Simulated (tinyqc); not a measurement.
Starting guesses with DIIS over 6 matrices: SCF starting guesses in the 3-21g basis, for H3+, spin multiplicity 1. Computed by the program tinyqc with PySCF. RHF with one setting changed at a time; a run stops when the energy changes by less than 1e-09 hartree and the error matrix is below 1e-5. Starts: the lowest orbitals of the core Hamiltonian, of the Wolfsberg-Helmholz matrix (K = 1.75), projected atomic densities, random orbitals, and the highest orbitals of the core Hamiltonian (a deliberately bad start).

Geometry (angstrom):
```
atom       x       y       z
H     0.0000  0.0000  0.0000
H     0.0000  0.0000  0.8250
H     0.0000  0.7860  0.4120
```

lowest restricted solution found by these runs and by PySCF = -1.268691 hartree

Largest element of the error matrix X^T (FDS - SDF) X:
```
iteration     core  Wolfsberg-Helmholz  atomic densities   random  highest core orbitals
1          9.7e-02             2.0e-01           1.6e-01  6.4e-01                1.4e-01
2          1.6e-02             3.0e-02           3.0e-02  1.8e-01                1.6e-01
3          2.2e-04             4.2e-04           9.6e-04  8.6e-03                7.5e-02
4          1.4e-05             4.9e-05           4.3e-05  1.9e-03                1.8e-03
5          2.7e-07             3.5e-07           8.5e-07  5.6e-05                2.0e-04
6                -             8.8e-09           7.7e-08  1.5e-06                5.6e-06
```

How each run ends:
```
run                    iterations  E (hartree)         state
core                            5     -1.26869  lowest found
Wolfsberg-Helmholz              6     -1.26869  lowest found
atomic densities                6     -1.26869  lowest found
random                          7     -1.26869  lowest found
highest core orbitals           7     -1.26869  lowest found
```

What does the comparison show, and why?

5 of 5 runs reach the lowest restricted solution found, in 5 to 7 iterations (fastest: core). The first errors are 1e-01, 2e-01, 2e-01, 6e-01, 1e-01.
